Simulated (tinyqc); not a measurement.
Inside a calculation: shallow donor in effective-mass theory, with valley-orbit splitting. Values are carried at full precision from step to step, so a last printed digit may differ when a step is redone from the rounded ones.

Constants: Ry = 13.60569312 eV; a0 (Bohr radius) = 0.5291772105 angstrom; hbar^2/2m0 = 3.80998211 eV angstrom^2; e^2/(4 pi eps0) = 14.39964547 eV angstrom.

Parameters, chosen for this exercise (near those of a group-V donor in Si; not measured data): ml = 0.881 m0 (longitudinal mass); mt = 0.192 m0 (transverse mass); eps = 11.3 (dielectric constant); a = 23.5 angstrom (trial radius across the axis); b = 12.7 angstrom (trial radius along the axis); E0 = -31.7 meV (single-valley level); D0 = 6.69 meV (central-cell shift); D1 = 7.13 meV (coupling of perpendicular valleys); D2 = 5.57 meV (coupling of opposite valleys); Ds = -2.3 meV (strain splitting: z valleys less the others).

## Hydrogen-like estimates

Ry* = Ry m/eps^2 and a* = a0 eps/m for four choices of one mass: mt, the conductivity mass 3/(1/ml + 2/mt), the density-of-states mass (ml mt^2)^(1/3), and ml.

Estimates:
```
mass               m (m0)  Ry* (meV)  a* (angstrom)
mt                 0.1920      20.46          31.14
conductivity       0.2597      27.67          23.03
density of states  0.3191      34.00          18.74
ml                 0.8810      93.87           6.79
```

## Energy of one trial function

One valley: H = -c [(d2/dx2 + d2/dy2)/mt + (d2/dz2)/ml] - q/(eps r), c = hbar^2/2m0, q = e^2/(4 pi eps0). Trial function exp(-sqrt((x^2 + y^2)/a^2 + z^2/b^2)) with a > b: T = (c/3)(2/(mt a^2) + 1/(ml b^2)), V = -(q/eps) atan(u/b)/u, u = sqrt(a^2 - b^2). The central cell of the impurity is left out.

Evaluate T, V and E. Scaling both radii by f changes T to T/f^2 and V to V/f, so the best factor is f = -2T/V, with energy -V^2/(4T).

T = 32.892 meV
V = -64.438 meV
E = -31.546 meV
best scale factor = 1.0209
energy after scaling = -31.560 meV

The virial ratio -V/T is 1.959; it is 2 at the best scale. Scaling gains 0.014 meV.

## Scan over the shape

For each ratio b/a = 0.2, 0.3, ..., 0.9 the best scale follows from a = -2 T1/V1, with T1 and V1 taken at a = 1 angstrom.

Scan:
```
b/a  a (angstrom)  b (angstrom)  E (meV)
0.2         55.32         11.06  -16.097
0.3         34.58         10.38  -24.452
0.4         27.59         11.04  -29.206
0.5         24.65         12.33  -31.249
0.6         23.33         14.00  -31.650
0.7         22.79         15.95  -31.142
0.8         22.66         18.12  -30.163
0.9         22.77         20.49  -28.960
```

The best listed ratio is 0.6; (mt/ml)^(1/2) = 0.47 and (mt/ml)^(1/3) = 0.60 are common guesses.

## The minimum

Minimise over a and b. The Mott estimate n_c = (0.25/a_m)^3 uses a_m = (a^2 b)^(1/3); 1/angstrom^3 = 1e24/cm^3.

a = 23.48 angstrom
b = 13.72 angstrom
E = -31.662 meV
a_m = 19.63 angstrom
n_c = 2.07 x 1e18/cm^3

b/a = 0.584. The binding energy is 1.548 times Ry*(mt). The central cell of a real donor shrinks the orbit and raises n_c (3.7 x 1e18/cm^3 for P in Si).

## The valley-orbit matrix

Basis: the 1s envelopes of the valleys +x, -x, +y, -y, +z, -z. Diagonal E0 - D0, element -D2 between opposite valleys and -D1 between perpendicular ones. Strain along [001] adds 2 Ds/3 to the z valleys and -Ds/3 to the others.

Fill it in with the strain.

H (meV), lower triangle:
```
         +x       -x       +y       -y       +z       -z
+x  -37.623
-x   -5.570  -37.623
+y   -7.130   -7.130  -37.623
-y   -7.130   -7.130   -5.570  -37.623
+z   -7.130   -7.130   -7.130   -7.130  -39.923
-z   -7.130   -7.130   -7.130   -7.130   -5.570  -39.923
```

## Levels and ground state

Diagonalise. For the lowest state give the amplitudes (positive) and (sum of amplitudes)^2/6, the contact density relative to no strain.

levels (meV): -72.508  -34.353  -32.053  -32.053  -30.439  -28.933

amplitudes: +x 0.4007, -x 0.4007, +y 0.4007, -y 0.4007, +z 0.4230, -z 0.4230

relative contact density = 0.9993

The z valleys hold 35.8 % of the ground state, against 33.3 % without strain.

## Checks

- Energy from 21 anisotropic Gaussians against the two-parameter function, meV: -31.70 against -31.66.
- Unstrained levels against E0 - D0 - 4 D1 - D2 (A1), E0 - D0 + D2 (T2, threefold) and E0 - D0 + 2 D1 - D2 (E, twofold): they agree to 1e-10 or better.

Computed by tinyqc, a small Python program: `OMP_NUM_THREADS=1 python tinyqc.py 1251941 1251942 out.jsonl` (the numbers bound the seed that draws the inputs); one thread of a shared host (Intel(R) Xeon(R) Processor @ 2.30GHz), about 0.01 s for the whole set of steps.
